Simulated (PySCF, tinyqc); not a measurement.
Worked calculation: RHF in the sto-3g basis, for H4, spin multiplicity 1. The lowest restricted solution is unstable here: a spin-polarised one lies 0.0807 hartree lower (PySCF). One step of it, computed by the program tinyqc.

Question. Orthogonalisation. S = U s U^T; symmetric (Loewdin) form X = U s^(-1/2) U^T, so that X^T S X = 1.

overlap S, order 1H 1s, 2H 1s, 3H 1s, 4H 1s:
$$\begin{pmatrix}
1.000000 & 0.283965 & 0.108491 & 0.049088 \\
0.283965 & 1.000000 & 0.049088 & 0.108491 \\
0.108491 & 0.049088 & 1.000000 & 0.283965 \\
0.049088 & 0.108491 & 0.283965 & 1.000000
\end{pmatrix}$$

Give: eigenvalues of S; X.

Answer.

eigenvalues of S: [0.657, 0.775, 1.126, 1.442]

X, order 1H 1s, 2H 1s, 3H 1s, 4H 1s:
$$\begin{pmatrix}
1.036 & -0.149 & -0.052 & -0.003 \\
-0.149 & 1.036 & -0.003 & -0.052 \\
-0.052 & -0.003 & 1.036 & -0.149 \\
-0.003 & -0.052 & -0.149 & 1.036
\end{pmatrix}$$
